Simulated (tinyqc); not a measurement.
## Transfer-length model of a contact: effect of the sheet resistance

A metal contact of length d and width W on a thin layer of the same width. The metal has no resistance, the sheet resistance under it equals Rsh, and current enters the layer at the front edge x = 0.

Transfer length Lt = sqrt(rc/Rsh); front resistance Rc = (Rsh Lt/W) coth(d/Lt); end resistance Re = (Rsh Lt/W)/sinh(d/Lt).

Inputs (values chosen for the exercise): specific contact resistivity rc = 8.1e-6 ohm cm^2; contact length d = 3.3 um; contact width W = 240 um.

Effect of the sheet resistance:

| Rsh (ohm/sq) | Lt (um) | d/Lt | Rc W (ohm um) | Re W (ohm um) |
|---|---|---|---|---|
| 0.85 | 30.870 | 0.10690 | 246.39 | 244.99 |
| 1.9 | 20.647 | 0.15983 | 247.54 | 244.41 |
| 4.3 | 13.725 | 0.24044 | 250.17 | 243.11 |
| 9.7 | 9.1381 | 0.36112 | 256.03 | 240.20 |
| 22 | 6.0678 | 0.54385 | 269.19 | 233.76 |
| 49 | 4.0658 | 0.81165 | 297.13 | 220.44 |
| 110 | 2.7136 | 1.2161 | 355.99 | 193.98 |
| 250 | 1.8000 | 1.8333 | 473.61 | 147.67 |
| 560 | 1.2027 | 2.7439 | 679.09 | 86.999 |

Rc W rises from 246 to 679 ohm um while Re W falls from 245 to 87.0 ohm um; for Rsh going to zero both tend to rc/d = 245 ohm um. A larger Rsh shortens Lt and crowds the current to the front edge.

tinyqc, about 0.01 s, one thread, Intel Xeon 2.30GHz (shared host): `OMP_NUM_THREADS=1 python tinyqc.py 2760128 2760129 out.jsonl`
